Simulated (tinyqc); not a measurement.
# Carrier lifetime of a p-type layer with SRH, radiative, Auger and surface recombination: effects of single changes

Uniform excess density dn = dp (no trapping), n = n0 + dn, p = p0 + dn, Boltzmann statistics, full ionisation. Surfaces enter as a rate 2 S dn/d, which holds while diffusion to them is fast.

Values chosen for this exercise; band and dielectric values close to those of silicon: temperature T = 300 K; band gap Eg = 1.13 eV; conduction-band density of states at T Nc = 2.81e19 cm^-3; valence-band density of states at T Nv = 2.63e19 cm^-3; radiative coefficient B = 4.77e-15 cm^3/s; acceptor density N = 1.8e15 cm^-3; Auger coefficient (two electrons) Cn = 2.7e-31 cm^6/s; Auger coefficient (two holes) Cp = 1.3e-31 cm^6/s; trap density Nt = 5.3e10 cm^-3; capture cross-section for electrons sn = 3e-14 cm^2; capture cross-section for holes sp = 3e-14 cm^2; thermal velocity (both carriers) vth = 1.2e7 cm/s; trap level below the conduction band Et = 0.35 eV; surface recombination velocity (both faces) S = 0 cm/s; sample thickness d = 10 um.

Constants: q = 1.602176634e-19 C, kB = 1.380649e-23 J/K, Vt = kB T/q. Results are converted to the units shown.

Each table varies one quantity; the others keep the values above.

## Lifetime against injection

ni = sqrt(Nc Nv) exp(-Eg/(2 Vt)), Eg in volts; majority density N/2 + sqrt(N^2/4 + ni^2), n0 p0 = ni^2; n1 = Nc exp(-Et/Vt), p1 = Nv exp((Et - Eg)/Vt); tn0 = 1/(sn vth Nt), tp0 = 1/(sp vth Nt). With e = n p - ni^2 = dn (n0 + p0 + dn): U_SRH = e/(tp0 (n + n1) + tn0 (p + p1)), U_rad = B e, U_Aug = (Cn n + Cp p) e, U_s = 2 S dn/d. Each tau is dn over its rate; tau = dn/U with U the sum.

Result of one run:

| dn (cm^-3) | tau_SRH (s) | tau_rad (s) | tau_Aug (s) | tau (s) | radiative share (%) | largest path |
|---|---|---|---|---|---|---|
| 1e17 | 1.039e-4 | 0.002059 | 2.442e-4 | 7.040e-5 | 3.418 | SRH |

What becomes of these results when the excess density dn is changed from 1e17 to 1e15 cm^-3, all else the same?

Result of the changed run:

| dn (cm^-3) | tau_SRH (s) | tau_rad (s) | tau_Aug (s) | tau (s) | radiative share (%) | largest path |
|---|---|---|---|---|---|---|
| 1e15 | 7.182e-5 | 0.07487 | 0.5633 | 7.174e-5 | 0.09582 | SRH |

The whole series:

| dn (cm^-3) | tau_SRH (s) | tau_rad (s) | tau_Aug (s) | tau (s) | radiative share (%) | largest path |
|---|---|---|---|---|---|---|
| 1e11 | 5.349e-5 | 0.1165 | 2.374 | 5.347e-5 | 0.04591 | SRH |
| 1e12 | 5.352e-5 | 0.1164 | 2.369 | 5.349e-5 | 0.04595 | SRH |
| 1e13 | 5.377e-5 | 0.1158 | 2.321 | 5.375e-5 | 0.04640 | SRH |
| 1e14 | 5.619e-5 | 0.1103 | 1.921 | 5.616e-5 | 0.05090 | SRH |
| 1e15 | 7.182e-5 | 0.07487 | 0.5633 | 7.174e-5 | 0.09582 | SRH |
| 1e16 | 9.699e-5 | 0.01777 | 0.02002 | 9.600e-5 | 0.5404 | SRH |
| 1e17 | 1.039e-4 | 0.002059 | 2.442e-4 | 7.040e-5 | 3.418 | SRH |
| 1e18 | 1.047e-4 | 2.093e-4 | 2.494e-6 | 2.408e-6 | 1.151 | Auger |
| 1e19 | 1.048e-4 | 2.096e-5 | 2.499e-8 | 2.496e-8 | 0.1191 | Auger |

SRH recombination leads at dn = 1e11, Auger from 1e18 on. The total lifetime goes from 5.35e-5 through a maximum of 9.60e-5 (at dn = 1e16 among the rows listed) to 2.50e-8 s. tau_SRH goes from 5.35e-5 s (low-injection limit 5.35e-5 s) to 1.05e-4 s (high-injection limit tn0 + tp0 = 1.05e-4 s). Between the last two rows tau_rad goes as dn^(-1.00) and tau_Aug as dn^(-2.00); the radiative share goes from 0.0459 through a maximum of 3.42 (at dn = 1e17 among the rows listed) to 0.119 %. For dn = 1e19 the carriers are degenerate, where B and the Auger coefficients no longer stay constant.

## Effect of the trap level below the conduction band at dn = 3e16 cm^-3

Same model as above.

Here dn = 3e16 cm^-3.

The same in every row: tau_rad (s) = 0.006593; tau_Aug (s) = 0.002570.

Result of one run:

| Et (eV) | tau_SRH (s) | tau (s) | radiative share (%) | largest path |
|---|---|---|---|---|
| 0.06 | 0.004649 | 0.001323 | 20.07 | Auger |

What becomes of these results when the trap level below the conduction band Et is changed from 0.06 to 0.44 eV, all else the same?

Result of the changed run:

| Et (eV) | tau_SRH (s) | tau (s) | radiative share (%) | largest path |
|---|---|---|---|---|
| 0.44 | 1.019e-4 | 9.654e-5 | 1.464 | SRH |

The whole series:

| Et (eV) | tau_SRH (s) | tau (s) | radiative share (%) | largest path |
|---|---|---|---|---|
| 0.06 | 0.004649 | 0.001323 | 20.07 | Auger |
| 0.19 | 1.316e-4 | 1.229e-4 | 1.864 | SRH |
| 0.31 | 1.021e-4 | 9.680e-5 | 1.468 | SRH |
| 0.44 | 1.019e-4 | 9.654e-5 | 1.464 | SRH |
| 0.56 | 1.019e-4 | 9.654e-5 | 1.464 | SRH |
| 0.69 | 1.019e-4 | 9.654e-5 | 1.464 | SRH |
| 0.82 | 1.021e-4 | 9.678e-5 | 1.468 | SRH |
| 0.94 | 1.297e-4 | 1.212e-4 | 1.839 | SRH |
| 1.07 | 0.004358 | 0.001298 | 19.69 | Auger |

Auger recombination leads at Et = 0.06, SRH from 0.19, Auger from 1.07 on. tau_SRH goes from 0.00465 through a minimum of 1.02e-4 (at Et = 0.44 and 0.56 and 0.69 among the rows listed) to 0.00436 s and the total lifetime goes from 0.00132 through a minimum of 9.65e-5 (at Et = 0.44 and 0.56 and 0.69 among the rows listed) to 0.00130 s. tau_SRH is within a factor 1.5 of its lowest value for Et from 0.19 to 0.94 eV; nearer a band edge n1 or p1 outgrows the carrier densities and the trap re-emits what it captured.

tinyqc, about 0.01 s, one thread, Intel Xeon 2.30GHz (shared host): `OMP_NUM_THREADS=1 python tinyqc.py 2300148 2300149 out.jsonl`
